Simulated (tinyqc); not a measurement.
Worked calculation: plane-wave Kohn-Sham cycle with exchange-only LDA in a layered model solid. Computed by tinyqc, a small Python program that keeps every step. Settings: points = 16, plane-wave index or count = 2, electrons = 2, k points = 1, area = 27.0, mixing = 1.0, iteration cap = 62. Command: `OMP_NUM_THREADS=1 python tinyqc.py 22213 22214 out.jsonl` (the two numbers bound the seeds that draw the settings). One thread of a shared host (Intel(R) Xeon(R) Processor @ 2.60GHz), about 0.02 s of CPU time with the checks.

A solid whose potential varies along x alone (atomic units):
```
parameter                      value
period a                   15.300000
cross-section of the cell  27.000000
electrons per cell                 2
grid points                       16
plane waves -n..n, n               2
k points                           1
V1 in V1 cos(2 pi x/a)     -0.800000
V2 in V2 cos(4 pi x/a)      0.100000
```

Stop when sqrt(dV sum R^2) is below 1e-8, dV = a A/N.

Course of the cycle:
```
iteration  E (hartree)  norm of the residual
1          -1.36855997              1.37e-01
2          -0.97918213              5.66e-02
3          -0.96937568              2.61e-02
4          -0.96562483              1.30e-02
5          -0.96490058              6.65e-03
6          -0.96468502              3.38e-03
7          -0.96463278              1.73e-03
8          -0.96461866              8.82e-04
9          -0.96461505              4.50e-04
10         -0.96461410              2.30e-04
11         -0.96461385              1.17e-04
...                ...                   ...
52         -1.54822469              2.24e-01
53         -1.54822469              2.24e-01
54         -1.54822469              2.24e-01
55         -1.54822469              2.24e-01
56         -1.54822469              2.24e-01
57         -1.54822469              2.24e-01
58         -1.54822469              2.24e-01
59         -1.54822469              2.24e-01
60         -1.54822469              2.24e-01
61         -1.54822469              2.24e-01
62         -1.54822469              2.24e-01
```

Can the last value be used, and what does the course show?

Not by the stop rule, although the second column moves by less than 1e-07 over the last three steps. Not converged within 62 iterations: the residual has stopped falling. Reruns (cap 100 unless said): mixing 0.1: not converged; mixing 0.5, Kerker q0 1.0: not converged; mixing 0.3, Pulay depth 5: converged in 11 (E = -0.96461); the original settings with a cap of 400: not converged.
